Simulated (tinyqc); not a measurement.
# MOSFET in saturation, small-signal circuit and noise: integrated noise against bandwidth

Bias by the inversion coefficient IC = I/Ispec (charge-based model with velocity saturation; weak inversion below 0.1, strong above 10). Common-source circuit: gm, gds, Cgs, Cgd and Cj at the inner nodes, Rg in series with the gate; quasi-static, no source or drain resistance, no gate-body capacitance, no substrate network, no induced gate noise, so fmax is an upper estimate.

Ispec = 2 n mu Cox (W/L) Vt^2, lc = Ls/L, gms = [sqrt((lc IC + 1)^2 + 4 IC) - 1]/[2 + lc (lc IC + 1)], gm = gms Ispec/(n Vt), gds = sg gm. qs = [sqrt(1 + 4 IC) - 1]/2, Cgs = Cox W L qs (2 qs + 3)/(3 (qs + 1)^2) + Cov W, Cgd = Cov W, Cd = Cj W, Rg = Rsh (Wf/L)/(12 Nf) + Rc/W with Nf = W/Wf fingers (not rounded) contacted at both ends. Channel noise Sid = 4 kB T gam n gm with gam = (1/2 + (2/3) qs)/(1 + qs) + gw lc IC, qs = [sqrt(1 + 4 IC) - 1]/2, lc = Ls/L (the last term an empirical rise with velocity saturation); at the gate, white noise Sw = Sid/gm^2 + 4 kB T Rg. Number fluctuation with correlated mobility: S(f) = K/f, K = q^2 Vt lt Nt/(W L Cox^2) (1 + ac mu Cox I/gm)^2, Vt in eV with Nt per eV. Corner fc = K/Sw. Mean square from f1 = 10 Hz to B: Sw (B - f1) + K ln(B/f1).

Inputs (values chosen for the exercise): temperature T = 293 K; gate length L = 180 nm; total gate width W = 80 um; gate capacitance Cox = 1.85 uF/cm^2; mobility mu = 180 cm^2/(V s); slope factor n = 1.24; velocity-saturation length Ls = 20 nm; sheet resistance of the gate Rsh = 15 ohm; finger width Wf = 2 um; gate contact and vertical resistance Rc = 200 ohm um; inversion coefficient IC = 0.79; short-channel excess of the noise factor gw = 0.11; oxide trap density Nt = 6.1e16 cm^-3 eV^-1; tunnelling length into the oxide lt = 0.1 nm; Coulomb scattering coefficient ac = 1000 V s/C.

Constants: q = 1.602176634e-19 C, kB = 1.380649e-23 J/K, Vt = kB T/q. Results are converted to the units shown.

Integrated noise against bandwidth:
```
B (Hz)  spot noise at B (nV/Hz^0.5)  white part (uV rms)  1/f part (uV rms)  total (uV rms)
1000                          28.83              0.05470              1.953           1.954
10000                         9.265               0.1738              2.392           2.398
1e5                           3.362               0.5497              2.762           2.816
1e6                           1.962                1.739              3.088           3.544
1e7                           1.762                5.498              3.383           6.455
1e8                           1.741                17.39              3.654           17.76
1e9                           1.739                54.98              3.906           55.12
```

Read the table: what changes, and by how much?

The 1/f part adds the same power, K ln 10, in each decade and grows only from 1.95 to 3.91 uV; the white part grows as sqrt(B). It overtakes the 1/f part by B = 1e7 Hz among the rows, above the corner fc = 2.74e5 Hz of the spot noise.

Numbers from tinyqc (`OMP_NUM_THREADS=1 python tinyqc.py 2150009 2150010 out.jsonl`; about 0.01 s on one thread of a shared Intel Xeon 2.30GHz).
